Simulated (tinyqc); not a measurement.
Inside a calculation. Model: charge-trap memory cell.

Computed by the program tinyqc: `OMP_NUM_THREADS=1 python tinyqc.py 2130028 2130029 out.jsonl`, one thread of a shared Intel Xeon 2.30GHz, about 0.03 s for the whole run. Printed values are rounded.

Channel, tunnel oxide, storage layer, blocking layer, gate. N electrons per area sit in a sheet at the centroid and shift the threshold by U = (q/eps0) N (tb/eb + xc tn/en). EOT = t1 + 3.9 (tn/en + tb/eb); tunnel field F = (Vg - U)/EOT; dN/dt = eta (J/q)(1 - N/Nm). Fowler-Nordheim: J = A F^2 exp(-B/F), A = q^2/(16 pi^2 hbar mo phi) (times 1e14 for A/cm^2 with F in V/nm, emitter mass m0), B = (4/3) sqrt(mo/C) phi^1.5, C = hbar^2/(2 m0).

Values chosen for this exercise; oxide values close to those of silicon dioxide, storage layer close to silicon nitride, blocking layer close to aluminium oxide:

| symbol | value | unit | meaning |
|---|---|---|---|
| phi | 3.14 | eV | tunnel barrier |
| mo | 0.48 | m0 | tunnelling mass |
| t1 | 3.8 | nm | tunnel oxide (permittivity 3.9) |
| tn | 6.7 | nm | storage layer |
| en | 7.3 |  | its relative permittivity |
| tb | 11.8 | nm | blocking layer |
| eb | 9 |  | its relative permittivity |
| xc | 0.56 |  | charge centroid, share of tn counted from the blocking side |
| eta | 0.98 |  | capture efficiency of an empty layer |
| Nm | 7.9e12 | cm^-2 | trap density |
| T | 473 | K | storage temperature |
| E1 | 1.06 | eV | shallowest trap depth |
| E2 | 2.07 | eV | deepest trap depth |
| nu | 1e12 | 1/s | attempt frequency |
| Vg | 13.5 | V | gate voltage less flat band and surface potential |
| d0 | 8.3e-6 | s | first time step |
| gr | 1.8 |  | growth of the step |
| n | 11 |  | steps |

Constants: q = 1.602176634e-19 C, kB = 1.380649e-23 J/K, hbar = 1.054571817e-34 J s, m0 = 9.1093837015e-31 kg, Vt = kB T/q, eps0 = 8.8541878128e-14 F/cm where lengths are in cm, hbar^2/(2 m0) = 0.0380998212 eV nm^2. Results are converted to the units shown.

Range of the model: The Fowler-Nordheim form needs F t1 above phi; trap-assisted paths and leakage through the blocking layer are left out.

## Constants of the stack

EOT, the shift for 1e12 electrons per cm^2, the shift with all traps full, and the starting field, current and rate.

EOT = 12.4928 nm
shift for 1e12 cm^-2 = 0.330251 V
shift with all traps full = 2.60898 V
F(0) = 1.08062 V/nm
J(0) = 0.00312079 A/cm^2
dN/dt at the start = 1.90889e16 cm^-2 s^-1

## Midpoint steps of growing length

N(half) = N + (d/2) r(N), N(new) = N + d r(N(half)), r = dN/dt; the step starts at d0 and is multiplied by gr each time. Field in the blocking layer (3.9 F + q N/eps0)/eb.

| step | t (s) | N (cm^-2) | U (V) | F (V/nm) | blocking field (V/nm) |
|---|---|---|---|---|---|
| 0 | 0 | 0 | 0.00000 | 1.08062 | 0.468270 |
| 1 | 8.3e-6 | 1.49021e11 | 0.04921 | 1.07668 | 0.469559 |
| 2 | 2.324e-5 | 3.79082e11 | 0.12519 | 1.07060 | 0.471549 |
| 3 | 5.01320e-5 | 7.07197e11 | 0.23355 | 1.06193 | 0.474388 |
| 4 | 9.85376e-5 | 1.13386e12 | 0.37446 | 1.05065 | 0.478079 |
| 5 | 1.85668e-4 | 1.64088e12 | 0.54190 | 1.03725 | 0.482465 |
| 6 | 3.42502e-4 | 2.20060e12 | 0.72675 | 1.02245 | 0.487306 |
| 7 | 6.24803e-4 | 2.78671e12 | 0.92031 | 1.00696 | 0.492376 |
| 8 | 0.00113295 | 3.37913e12 | 1.11596 | 0.99130 | 0.497501 |
| 9 | 0.00204760 | 3.96390e12 | 1.30908 | 0.97584 | 0.502560 |
| 10 | 0.00369398 | 4.53143e12 | 1.49651 | 0.96083 | 0.507469 |
| 11 | 0.00665747 | 5.07479e12 | 1.67595 | 0.94647 | 0.512169 |

A converged integration gives U = 1.728 V at the last time; the steps are 3.0 % below that. The tunnel field falls by 12.4 % while the blocking field rises by 9.37 %.

## Retention after ten years

Retention: filled traps are spread evenly in depth from E1 to E2, and each empties at the rate nu exp(-E/kB T). The share left is the mean of exp(-nu t exp(-E/kB T)) = [kB T/(E2 - E1)] [E1x(nu t exp(-E2/kB T)) - E1x(nu t exp(-E1/kB T))], E1x the exponential integral; traps shallower than about Ed = kB T ln(nu t) are empty. t = 3.15576e8 s.

Ed = 1.92391 eV
share left = 0.122462
loss a decade while Ed lies between E1 and E2, kB T ln 10/(E2 - E1) = 0.0929241

The sharp-edge estimate (E2 - Ed)/(E2 - E1) is 0.145; the true edge lies 0.577 kB T deeper.
